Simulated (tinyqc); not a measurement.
Inside a calculation. Model: double-gate transistor below threshold, two-dimensional Poisson equation on a small mesh.

Program tinyqc, `OMP_NUM_THREADS=1 python tinyqc.py 2480115 2480116 out.jsonl`; Intel Xeon 2.30GHz, shared host, one thread, about 0.1 s. Printed values are rounded.

Half of a symmetric double-gate structure: row 0 is the mid-plane of the body, where the normal field vanishes. Mobile charge is neglected (subthreshold), the body is fully depleted, and potentials are counted from the intrinsic level; rows run upward to the gate, columns from source to drain.

Inputs (values chosen for the exercise); semiconductor permittivity close to that of silicon: temperature T = 273 K; relative permittivity of the semiconductor eps_r = 11.7; relative permittivity of the insulator eox = 25; half the body thickness tb = 4 nm; insulator thickness tox = 4.5 nm; channel length L = 27 nm; acceptor density of the depleted body Na = 0 cm^-3; potential of the source Vbi = 0.54 V; gate offset Vfb = -0.06 V; gate voltage Vg = 0 V; drain voltage Vd = 0.7 V.

Constants: q = 1.602176634e-19 C, kB = 1.380649e-23 J/K, Vt = kB T/q, eps0 = 8.8541878128e-14 F/cm where lengths are in cm. Results are converted to the units shown.

## Coefficients of the five-point equations

Mesh: rows i = 0..2 in the semiconductor (step hs = tb/2, row 2 on the interface), then 1 step(s) ho = tox/1 up to the gate row 3; columns j = 0..5 (step hy = L/5). Box integration, divided by eps0: up_i = eps hy/h of the interval above row i, dn_i = that of the interval below (0 for row 0), lat_i = (sum of eps h/2 over the intervals above and below)/hy, s_i = -q Na w_i hy/eps0 with w_i the semiconductor height of the box (hs/2 for row 0 and the interface row, hs between, 0 in the insulator). Each free node obeys (up + dn + 2 lat) psi = up psi(above) + dn psi(below) + lat [psi(left) + psi(right)] + s.

| row | up | dn | lat | s (V) |
|---|---|---|---|---|
| 0 | 31.59 | 0 | 2.16667 | 0 |
| 1 | 31.59 | 31.59 | 4.33333 | 0 |
| 2 | 30 | 31.59 | 12.5833 | 0 |

## Iteration 1: over-relaxation sweep (omega = 1.2)

psi at the start (fixed values on the edges, free nodes at the gate value) (V):

|  | j=0 | j=1 | j=2 | j=3 | j=4 | j=5 |
|---|---|---|---|---|---|---|
| row 0 | 0.54000 | 0.06000 | 0.06000 | 0.06000 | 0.06000 | 1.24000 |
| row 1 | 0.54000 | 0.06000 | 0.06000 | 0.06000 | 0.06000 | 1.24000 |
| row 2 | 0.54000 | 0.06000 | 0.06000 | 0.06000 | 0.06000 | 1.24000 |
| row 3 | 0.06000 | 0.06000 | 0.06000 | 0.06000 | 0.06000 | 0.06000 |

Free nodes: rows 0..2, columns 1..4, taken row by row from row 0, left to right. t = (up psi(above) + dn psi(below) + lat [psi(left) + psi(right)] + s)/(up + dn + 2 lat), with the newest neighbours; psi(new) = psi + 1.2 (t - psi).

psi after iteration 1 (V):

|  | j=0 | j=1 | j=2 | j=3 | j=4 | j=5 |
|---|---|---|---|---|---|---|
| row 0 | 0.54000 | 0.09474 | 0.06251 | 0.06018 | 0.14542 | 1.24000 |
| row 1 | 0.54000 | 0.11307 | 0.06517 | 0.06047 | 0.19051 | 1.24000 |
| row 2 | 0.54000 | 0.16673 | 0.08083 | 0.06383 | 0.32307 | 1.24000 |
| row 3 | 0.06000 | 0.06000 | 0.06000 | 0.06000 | 0.06000 | 0.06000 |

## Iteration 2: over-relaxation sweep (omega = 1.2)

As before.

psi after iteration 2 (V):

|  | j=0 | j=1 | j=2 | j=3 | j=4 | j=5 |
|---|---|---|---|---|---|---|
| row 0 | 0.54000 | 0.14398 | 0.07104 | 0.06744 | 0.26658 | 1.24000 |
| row 1 | 0.54000 | 0.18512 | 0.08488 | 0.07710 | 0.36834 | 1.24000 |
| row 2 | 0.54000 | 0.18050 | 0.08834 | 0.11743 | 0.35749 | 1.24000 |
| row 3 | 0.06000 | 0.06000 | 0.06000 | 0.06000 | 0.06000 | 0.06000 |

## Course of the iteration: over-relaxation sweep (omega = 1.2)

Stop when the largest change of psi is below 1e-7 V, or after 400 iterations. Fixed values: gate row Vg - Vfb; column 0 at Vbi and the last column at Vbi + Vd in the semiconductor, each running linearly to Vg - Vfb across the insulator.

Course of the iteration:

| iteration | psi at row 0, j = 2 (V) | largest \|change\| of one entry (V) |
|---|---|---|
| 1 | 0.0625144 | 0.263 |
| 2 | 0.0710415 | 0.178 |
| 3 | 0.0954927 | 0.165 |
| 4 | 0.111105 | 0.0638 |
| 5 | 0.132910 | 0.0357 |
| 6 | 0.148800 | 0.0218 |
| 7 | 0.160524 | 0.0119 |
| 8 | 0.167940 | 7.42e-3 |
| 9 | 0.172572 | 4.63e-3 |
| ... | ... | ... |
| 23 | 0.179737 | 3.79e-6 |
| 24 | 0.179740 | 2.27e-6 |
| 25 | 0.179741 | 1.36e-6 |
| 26 | 0.179742 | 8.14e-7 |
| 27 | 0.179742 | 4.88e-7 |
| 28 | 0.179742 | 2.92e-7 |
| 29 | 0.179743 | 1.75e-7 |
| 30 | 0.179743 | 1.05e-7 |
| 31 | 0.179743 | 6.29e-8 |

Converged in 31 iterations. At the end each change is about 0.60 times the one before: linear convergence.

## Barrier, swing and barrier lowering

converged psi (V):

|  | j=0 | j=1 | j=2 | j=3 | j=4 | j=5 |
|---|---|---|---|---|---|---|
| row 0 | 0.54000 | 0.26526 | 0.17974 | 0.24391 | 0.53155 | 1.24000 |
| row 1 | 0.54000 | 0.25229 | 0.16948 | 0.22858 | 0.50269 | 1.24000 |
| row 2 | 0.54000 | 0.21120 | 0.13974 | 0.18376 | 0.41029 | 1.24000 |
| row 3 | 0.06000 | 0.06000 | 0.06000 | 0.06000 | 0.06000 | 0.06000 |

d psi/dVg on row 0: j=0 0.000000, j=1 0.592278, j=2 0.817079, j=3 0.817079, j=4 0.592278, j=5 0.000000
d psi/dVd on row 0: j=0 0.00000, j=1 0.01365, j=2 0.04563, j=3 0.13729, j=4 0.39407, j=5 1.00000

The barrier is read along row 0, the path farthest from the gate. Take the node j of lowest psi: barrier Vbi - psi_j; swing Vt ln 10/(d psi_j/dVg); DIBL = (d psi_j/dVd)/(d psi_j/dVg). The derivatives solve the same equations with s = 0 and a unit change of that voltage.

j = 2
barrier = 0.360257 V
swing = 66.2960 mV/decade
DIBL = 55.8447 mV/V

A mesh of 12, 8 and 80 steps (semiconductor, insulator, channel) gives a barrier of 0.394 V, a swing of 62.0 mV a decade and a DIBL of 41.6 mV/V; the small mesh puts the barrier 8.5 % below that.
